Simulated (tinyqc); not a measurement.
Plane-wave Kohn-Sham cycle with exchange-only LDA in a layered model solid, step by step. One step of it, computed by the program tinyqc.

Question. Iteration 1: potential. V_H(G) = 4 pi rho(G)/G^2 for G != 0 (uniform background); v_x = -(3 rho/pi)^(1/3); V = V_ext + V_H + v_x; Fourier components f(G_m) = (1/N) sum_j f(x_j) exp(-i G_m x_j).

A solid whose potential varies along x alone (atomic units):
```
parameter                      value
period a                    8.000000
cross-section of the cell  35.000000
electrons per cell                 4
grid points                       16
plane waves -n..n, n               3
k points                           1
V1 in V1 cos(2 pi x/a)     -0.570000
```

density at the start, on the grid x_j = j a/N (e/bohr^3): 0.01428571  0.01428571  0.01428571  0.01428571  0.01428571  0.01428571  0.01428571  0.01428571  0.01428571  0.01428571  0.01428571  0.01428571  0.01428571  0.01428571  0.01428571  0.01428571

Give: Potentials on the grid; V(G_m), m = 0, 1, 2, ....

Answer.

Potentials on the grid (hartree):
```
x         V_ext     V_H      v_x        V
0.0000  -0.5700  0.0000  -0.2389  -0.8089
0.5000  -0.5266  0.0000  -0.2389  -0.7656
1.0000  -0.4031  0.0000  -0.2389  -0.6420
1.5000  -0.2181  0.0000  -0.2389  -0.4571
2.0000        0  0.0000  -0.2389  -0.2389
2.5000   0.2181  0.0000  -0.2389  -0.0208
3.0000   0.4031  0.0000  -0.2389   0.1641
3.5000   0.5266  0.0000  -0.2389   0.2877
4.0000   0.5700  0.0000  -0.2389   0.3311
4.5000   0.5266  0.0000  -0.2389   0.2877
5.0000   0.4031  0.0000  -0.2389   0.1641
5.5000   0.2181  0.0000  -0.2389  -0.0208
6.0000        0  0.0000  -0.2389  -0.2389
6.5000  -0.2181  0.0000  -0.2389  -0.4571
7.0000  -0.4031  0.0000  -0.2389  -0.6420
7.5000  -0.5266  0.0000  -0.2389  -0.7656
```

V(G_m), m = 0, 1, 2, ... (hartree): -0.2389  -0.2850  0.0000  0.0000  0.0000  0.0000  0.0000
